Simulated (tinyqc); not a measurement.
Three-band (Emery) model of a CuO2 plane downfolded to one band: one step. Exact levels. The numbers come from values chosen for the exercise (of the size used for cuprate planes).

H (eV), lower triangle:
```
            d         px         py
d           0
px   2.174056  -2.200000
py  -2.100211  -1.748593  -2.200000
```

Task: Diagonalise.

Give: levels; weights of the top band.

Result:

levels (eV): -3.9506  -3.2547  2.8053

weights of the top band: d 0.5373, px 0.2352, py 0.2275

(tinyqc, `OMP_NUM_THREADS=1 python tinyqc.py 1450795 1450796 out.jsonl`, Intel(R) Xeon(R) Processor @ 2.30GHz, 1 thread, shared host, about 0.05 s.)
